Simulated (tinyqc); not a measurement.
Shallow donor in an anisotropic valley (effective-mass theory): sweeps and comparisons. A value that a table varies takes the place of the one given here.

One valley: H = -c [(d2/dx2 + d2/dy2)/mt + (d2/dz2)/ml] - q/(eps r), c = hbar^2/2m0, q = e^2/(4 pi eps0). Trial function exp(-sqrt((x^2 + y^2)/a^2 + z^2/b^2)) with a > b: T = (c/3)(2/(mt a^2) + 1/(ml b^2)), V = -(q/eps) atan(u/b)/u, u = sqrt(a^2 - b^2). The central cell of the impurity is left out.

Constants: hbar^2/2m0 = 3.80998211 eV angstrom^2; e^2/(4 pi eps0) = 14.39964547 eV angstrom; Ry = 13.60569312 eV; a0 (Bohr radius) = 0.5291772105 angstrom.

Parameters, chosen for this exercise (near those of GaP; not measured data):
- mt = 0.259 m0 (transverse mass)
- eps = 10.9 (dielectric constant)
- xs = (1.2, 2.4, 3, 4.2, 7.5, 28, 46, 180) (ratios ml/mt)
- ml = 2.054 m0 (longitudinal mass)

## Mass anisotropy

mt and eps fixed, ml varied. Energies in units of Ry*(mt) = Ry mt/eps^2 and lengths in a*(mt) = a0 eps/mt; the last two columns use one mass, 3/(1/ml + 2/mt) or (ml mt^2)^(1/3).

Results:
```
ml/mt   a/a*    b/a  binding  conductivity mass  density-of-states mass
1.20   0.962  0.937    1.062              1.059                   1.063
2.40   0.841  0.733    1.307              1.241                   1.339
3.00   0.809  0.678    1.389              1.286                   1.442
4.20   0.765  0.602    1.515              1.340                   1.613
7.50   0.701  0.492    1.732              1.406                   1.957
28.0   0.598  0.313    2.206              1.474                   3.037
46.0   0.570  0.264    2.370              1.484                   3.583
180    0.515  0.166    2.762              1.496                   5.646
```

The binding grows from 1.06 to 2.76 Ry*(mt); for ml going to infinity the exact problem becomes two-dimensional, with 4 Ry*. The conductivity mass saturates at 1.5 and underbinds, by 11 % at ml/mt = 4.2; the density-of-states mass errs by +7 % there and by +104 % in the last row. With these mt and eps one unit is 29.66 meV.

## What each parameter does

The minimum of the trial energy. Each row changes one parameter from the base and keeps the others.

Results:
```
case           E (meV)  a (angstrom)  b (angstrom)    b/a
base            -51.98         15.48          7.48  0.483
ml = 2.567 m0   -54.44         15.02          6.71  0.447
mt = 0.233 m0   -47.81         16.96          7.90  0.466
eps = 12        -42.89         17.04          8.23  0.483
```

The largest shifts from the base row, up to three for each result and ties (the steps differ in size, so this ranks the rows, not the parameters). E (meV): eps +9.09, mt +4.17, ml -2.46. a (angstrom): eps +1.56, mt +1.48, ml -0.46. b (angstrom): ml -0.76, eps +0.75, mt +0.42. b/a: ml -0.036, mt -0.017; unchanged at the printed digits by eps. eps only rescales the solution (E as 1/eps^2, lengths as eps), so b/a depends on ml/mt alone.

Program tinyqc; command `OMP_NUM_THREADS=1 python tinyqc.py 1280985 1280986 out.jsonl`; about 0.01 s on one thread of a shared Intel(R) Xeon(R) Processor @ 2.30GHz.
